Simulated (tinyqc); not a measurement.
From a target to a composition: model-solid line-up of a strained alloy layer on a substrate.

Problem. A layer of the alloy is strained to the substrate, and its gap (Ec minus the top valence edge) is given. Find x between 0.03 and 0.86, where the gap is monotonic.

All values of the alloy are linear in x but the gap, Eg(x) = (1 - x) Eg_A + x Eg_B - C x (1 - x), and the valence edge, Ev(x) = (1 - x) Ev_A + x Ev_B + fv C x (1 - x); Ec = Ev + Eg. Ev is the top of the unstrained valence band on a scale common to all materials. In the layer only the Gamma valley of the conduction band is followed, also where an X or L valley would lie lower.

Coherent growth on a (001) face: e_par = (a_s - a)/a, e_perp = -2 (C12/C11) e_par; exx = eyy = e_par, ezz = e_perp, no shear.

Strained edges: Ec + ac tr(e); the valence edges are Ev plus the levels of the 6 x 6 matrix of X, Y, Z times spin with -Dso/3 + l exx + m (eyy + ezz) on the diagonal (cyclic), n exy off it, l = av + 2 b, m = av - b, n = sqrt(3) d. Spin-orbit term (Dso/3) L.sigma on X, Y, Z with (L_k)_ij = -i epsilon_kij: <X+|H|Y+> = -i Dso/3, <X+|H|Z-> = Dso/3, <Y+|H|Z-> = -i Dso/3, <Z+|H|X-> = -Dso/3, <Z+|H|Y-> = i Dso/3, <X-|H|Y-> = i Dso/3, and their conjugates; + and - are the spin along z.

Parameters, chosen for this exercise (A near GaP, B near GaAs, substrate near GaP; the results hold for these values, not for the real material):
- a = (5.45, 5.645) angstrom (lattice constant of A, B)
- Eg = (2.925, 1.537) eV (gap at Gamma to the s-like level of A, B)
- Dso = (0.081, 0.341) eV (spin-orbit splitting of A, B)
- Ev = (-1.27, -0.81) eV (top of the unstrained valence band of A, B)
- ac = (-8.09, -7.09) eV (conduction deformation potential of A, B)
- av = (1.72, 1.17) eV (valence hydrostatic potential of A, B)
- b = (-1.61, -1.98) eV (tetragonal shear potential of A, B)
- d = (-4.63, -4.87) eV (trigonal shear potential of A, B)
- C11 = (139.1, 121.4) GPa (of A, B)
- C12 = (62.4, 55.8) GPa (of A, B)
- C44 = (70.4, 59.5) GPa (of A, B)
- C = 0.16 eV (bowing of the gap)
- fv = 0 (share of the bowing taken by the valence edge)
- a_s = 5.45 angstrom (substrate)
- face = 001 (growth face)

strained gap = 1.981654 eV

Find: x; e_par; gap of the relaxed alloy.

Solution. Bisect on x; the strained gap is 2.8869 eV at x = 0.03 and 1.8761 eV at x = 0.86.

x = 0.770
e_par = -2.681 %
gap of the relaxed alloy = 1.828 eV

(tinyqc, `OMP_NUM_THREADS=1 python tinyqc.py 1050172 1050173 out.jsonl`, Intel(R) Xeon(R) Processor @ 2.30GHz, 1 thread, shared host, about 0.01 s.)
